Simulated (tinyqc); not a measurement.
Effect of the position of a charge sheet.

One sheet of 2.2e12 cm^-2 lies at the depth x from the gate; it shifts Vfb by -(q/eps0) Q s, with s = x/e2 in layer 2 and t2/e2 + (x - t2)/e1 in layer 1, and it induces the share s/(t1/e1 + t2/e2) of its image in the semiconductor.

Inputs (values chosen for the exercise): thickness of layer 1, next to the semiconductor t1 = 0.4 nm; relative permittivity of layer 1 e1 = 8.65; thickness of layer 2, next to the gate t2 = 4.9 nm; relative permittivity of layer 2 e2 = 24.2.

Constants: q = 1.602176634e-19 C, eps0 = 8.8541878128e-14 F/cm where lengths are in cm. Results are converted to the units shown.

Results:
```
x (nm)	shift (mV)	image in the semiconductor (%)
0	0	0
0.66	-10.857	10.965
1.33	-21.879	22.096
1.99	-32.736	33.062
3.31	-54.450	54.992
3.98	-65.471	66.123
4.64	-76.329	77.088
5.3	-99.014	100.00
```

Estimate the missing row, x = 2.65 nm.

Computed row:
```
x (nm)	shift (mV)	image in the semiconductor (%)
2.65	-43.593	44.027
```

With this row back in the table: The shift grows from 0 at the gate to -99.0 mV at the semiconductor, by -16.5 mV/nm in layer 2 and -46.0 mV/nm in layer 1, the ratio of the permittivities. A sheet between the layers has 81.4 % of its full effect.

Numbers from tinyqc (`OMP_NUM_THREADS=1 python tinyqc.py 2010040 2010041 out.jsonl`; about 0.01 s on one thread of a shared Intel Xeon 2.30GHz).
